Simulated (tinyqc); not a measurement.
Cluster expansion of a binary alloy: correlations, fit, cross-validation and ground states: one step, computed by the program tinyqc. Command: `OMP_NUM_THREADS=1 python tinyqc.py 3024293 3024294 out.jsonl clex walk`. One thread of a shared host (Intel(R) Xeon(R) Processor @ 2.30GHz), about 0.2 s of CPU time with the checks.

s = +1 for A and -1 for B. Energy per site E = J0 + J1 P(point) + sum over clusters of m V P, with P the mean product of spins; V > 0 on a pair favours unlike neighbours. Clusters per site m: pair 1 6, pair 2 3, pair 3 12, triplet 8; the triplet is the triangle of first neighbours. Formation energies are counted from the line between pure A and pure B, which removes J0 and J1.

Problem. Design matrix. Design matrix of formation energies: m (P - 1) for pairs and m (P(triplet) - P(point)) for the triplet; x = (1 - P(point))/2.

Lattice: fcc.

correlations P, counted on periodic cells:
```
,point,pair 1,pair 2,pair 3,triplet
A,1.000000,1.000000,1.000000,1.000000,1.000000
A3B L1_2,0.500000,0.000000,1.000000,0.000000,-0.500000
A3B D0_22,0.500000,0.000000,0.666667,0.333333,-0.500000
A3B (001) layers,0.500000,0.333333,0.666667,0.000000,0.500000
A2B (001) layers,0.333333,0.111111,0.555556,-0.333333,0.333333
AB L1_0,0.000000,-0.333333,1.000000,-0.333333,0.000000
AB L1_1,0.000000,0.000000,-1.000000,0.000000,0.000000
A2B2 (001) layers,0.000000,0.333333,0.333333,-0.333333,0.000000
AB2 (001) layers,-0.333333,0.111111,0.555556,-0.333333,-0.333333
AB3 L1_2,-0.500000,0.000000,1.000000,0.000000,0.500000
AB3 D0_22,-0.500000,0.000000,0.666667,0.333333,0.500000
AB3 (001) layers,-0.500000,0.333333,0.666667,0.000000,-0.500000
B,-1.000000,1.000000,1.000000,1.000000,-1.000000
```

Give: X.

Solution.

X:
```
,pair 1,pair 2,pair 3,triplet
A,0.00,0.00,0.00,0.00
A3B L1_2,-6.00,0.00,-12.00,-8.00
A3B D0_22,-6.00,-1.00,-8.00,-8.00
A3B (001) layers,-4.00,-1.00,-12.00,0.00
A2B (001) layers,-5.33,-1.33,-16.00,0.00
AB L1_0,-8.00,0.00,-16.00,0.00
AB L1_1,-6.00,-6.00,-12.00,0.00
A2B2 (001) layers,-4.00,-2.00,-16.00,0.00
AB2 (001) layers,-5.33,-1.33,-16.00,0.00
AB3 L1_2,-6.00,0.00,-12.00,8.00
AB3 D0_22,-6.00,-1.00,-8.00,8.00
AB3 (001) layers,-4.00,-1.00,-12.00,0.00
B,0.00,0.00,0.00,0.00
```
